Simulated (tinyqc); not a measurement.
# Worked calculation: front-illuminated p-i-n photodiode, quantum efficiency and bandwidth

Program tinyqc, `OMP_NUM_THREADS=1 python tinyqc.py 2250023 2250024 out.jsonl`; Intel Xeon 2.30GHz, shared host, one thread, about 0.01 s. Printed values are rounded.

Light enters through a p layer (0 to xp), a depleted layer (xp to xp + wi) and a thick n substrate, decaying as exp(-al x); one pass, no back reflection. Carriers made in the depleted layer are all collected; those in the neutral layers diffuse.

Inputs (values chosen for the exercise); values close to those of silicon at this wavelength: wavelength lam = 650 nm; absorption coefficient al = 3430 1/cm; reflectance of the front face Rf = 0.1; relative permittivity eps_r = 11.2; thickness of the front p layer xp = 0.057 um; thickness of the depleted layer wi = 3.4 um; electron diffusion coefficient in the p layer Dn = 7.6 cm^2/s; electron diffusion length in the p layer Ln = 6.3 um; recombination velocity of the front surface S = 900 cm/s; hole diffusion length in the thick n substrate Lp = 4.2 um; electron drift velocity ve = 1e7 cm/s; hole drift velocity vh = 7.21e6 cm/s; diameter dia = 18 um; load resistance RL = 50 ohm; parasitic capacitance Cp = 70 fF; modulation frequency f = 4.9 GHz.

Constants: q = 1.602176634e-19 C, h = 6.62607015e-34 J s, c = 299792458 m/s, eps0 = 8.8541878128e-14 F/cm where lengths are in cm. Results are converted to the units shown.

## Quantum efficiency

k = al Ln, s = S Ln/Dn, e = exp(-al xp); front layer f1 = (k/(k^2 - 1)) {[s + k - e (s cosh(xp/Ln) + sinh(xp/Ln))]/[s sinh(xp/Ln) + cosh(xp/Ln)] - k e}; depleted layer f2 = e (1 - exp(-al wi)); substrate f3 = e exp(-al wi) al Lp/(1 + al Lp); external efficiency (1 - Rf)(f1 + f2 + f3); responsivity = efficiency q lam/(h c).

s = 0.0746053
f1 = 0.0193540
f2 = 0.675122
f3 = 0.180336
external efficiency = 0.787331
responsivity = 0.412766 A/W

The front layer absorbs 1.94 % of the light that enters and collects 100 % of that. Diffusion from the neutral layers makes up 22.8 % of the current.

## Response at one frequency

Drift response for pairs made in the depleted layer, a = al wi, g = 1 - exp(-a), u = 2 pi i f, te = wi/ve, th = wi/vh: electrons He = [g - a (exp(-a) - exp(-u te))/(u te - a)]/(u te g), holes Hh = [g - a (1 - exp(-a - u th))/(a + u th)]/(u th g); C = eps0 eps_r pi (dia/2)^2/wi + Cp; total |He + Hh|/sqrt(1 + (2 pi f RL C)^2), for the current of the depleted layer alone.

te = 34 ps
th = 47.1567 ps
He = 0.535118-0.212988i
Hh = 0.349032-0.159815i
|He + Hh| = 0.959533
C = 77.4220 fF
total response = 0.952790

The drift response alone falls to 1/sqrt(2) at 14.2 GHz and the RC term alone at 41.1 GHz; together they give 13.1 GHz.
